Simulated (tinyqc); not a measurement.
# Abrupt p-n junction, non-linear Poisson equation by Newton steps: effects of single changes

One dimension, p side on the left, n side on the right; net doping C = -Na for x < 0 and +Nd for x > 0. The potential psi is counted from the intrinsic level, and the quasi-Fermi potentials are flat: 0 for holes and -V for electrons, so n = ni exp((psi + V)/Vt) and p = ni exp(-psi/Vt) (Boltzmann statistics, full ionisation, no current).

Inputs (values chosen for the exercise); band and dielectric values close to those of gallium phosphide:
```
symbol,value,unit,meaning
T,450,K,temperature
Eg,2.29,eV,band gap
eps_r,11,,relative permittivity
Nc,3.31e19,cm^-3,conduction-band density of states at T
Nv,3.56e19,cm^-3,valence-band density of states at T
Na,5.2e15,cm^-3,acceptor density of the p side
Nd,9.8e17,cm^-3,donor density of the n side
V,0.35,V,bias of the p side against the n side
```

Constants: q = 1.602176634e-19 C, kB = 1.380649e-23 J/K, Vt = kB T/q, eps0 = 8.8541878128e-14 F/cm where lengths are in cm. Results are converted to the units shown.

Each table varies one quantity; the others keep the values above.

## Capacitance and field against bias

The Poisson equation d/dx(eps0 eps_r dpsi/dx) = -q (p - n + C) is solved on a mesh of more than 1000 nodes that ends in neutral material (psi_p = -Vt ln(Na/ni), psi_n = Vt ln(Nd/ni) - V). C_j = q d/dV of the integral of p over x, from the linearised equation. ni = sqrt(Nc Nv) exp(-Eg/(2 Vt)), Eg in volts. Depletion approximation: Vbi = Vt ln(Na Nd/ni^2), W = sqrt(2 eps0 eps_r (Vbi - V)(1/Na + 1/Nd)/q), xp = W Nd/(Na + Nd), xn = W Na/(Na + Nd), peak field 2 (Vbi - V)/W, capacitance eps0 eps_r/W. The last column applies it to an abrupt Na-Nd junction.

Capacitance and field against bias:
```
V (V)	peak |E| (kV/cm)	C_j (nF/cm^2)	1/C_j^2 (cm^4/uF^2)	eps0 eps_r/C_j (nm)	abrupt depletion C (nF/cm^2)
0	81.15	15.49	4168	628.8	14.93
-1.43	91.53	11.35	7759	857.9	11.16
-2.86	101.4	9.396	1.133e4	1037	9.295
-4.29	110.8	8.196	1.489e4	1188	8.133
-5.71	119.8	7.369	1.841e4	1322	7.325
-7.14	128.4	6.747	2.196e4	1443	6.715
-8.57	136.6	6.261	2.551e4	1556	6.235
-10	144.6	5.866	2.906e4	1660	5.845
```

What does the table show?

With V going from 0 to -10 V, C_j falls from 15.5 to 5.87 nF/cm^2 and the peak field rises from 81.2 to 145 kV/cm. The slope of 1/C_j^2, read as N = 2/(q eps0 eps_r |slope|), gives 5.10e15 cm^-3 between the first two rows and 5.17e15 cm^-3 between the last two, against Na Nd/(Na + Nd) = 5.17e15 cm^-3; the slopes of all rows agree within 1 %, as for uniform doping at both edges. At the end C_j goes as (Vbi - V)^(-0.50) with Vbi = 1.81 V, and it is 0.35 % above the abrupt depletion formula (at the first row 3.8 % above it).

## Effect of the band gap

Exact first integral for an abrupt junction with thick neutral sides: psi_p = -Vt ln(Na/ni), psi_n = Vt ln(Nd/ni) - V, psi_j = (Nd psi_n + Na psi_p - Vt (Nd - Na))/(Na + Nd) at the junction, n_j = ni exp((psi_j + V)/Vt), p_j = ni exp(-psi_j/Vt), and E_j^2 = (2 q/(eps0 eps_r)) [Nd (psi_n - psi_j - Vt) + Vt (n_j + p_j)] (minority densities of the neutral sides neglected).

The same in every row: share of W on the n side (%) = 0.5278.

Effect of the band gap:
```
Eg (eV)	ni (cm^-3)	Vbi (V)	W (nm)	peak field, depletion (kV/cm)	peak field, exact (kV/cm)
1.26	3.020e12	0.7810	318.3	27.08	70.60
1.44	2.965e11	0.9610	379.0	32.25	72.01
1.63	2.559e10	1.151	433.9	36.92	73.48
1.81	2.512e9	1.331	480.2	40.86	74.87
2	2.168e8	1.521	524.6	44.64	76.32
```

What does the comparison show?

ni falls from 3.02e12 to 2.17e8 cm^-3, and Vbi follows the gap one to one, staying 0.479 V below it (Vt ln(Nc Nv/(Na Nd))). W rises from 318 to 525 nm and the exact peak field rises from 70.6 to 76.3 kV/cm. W goes as the square root of Vbi - V, the exact field as (Vbi - V)^(0.08) on average. The depletion field is 62 % below the exact one in the first row and 42 % below it in the last.

tinyqc, about 0.02 s, one thread, Intel Xeon 2.30GHz (shared host): `OMP_NUM_THREADS=1 python tinyqc.py 2000068 2000069 out.jsonl`
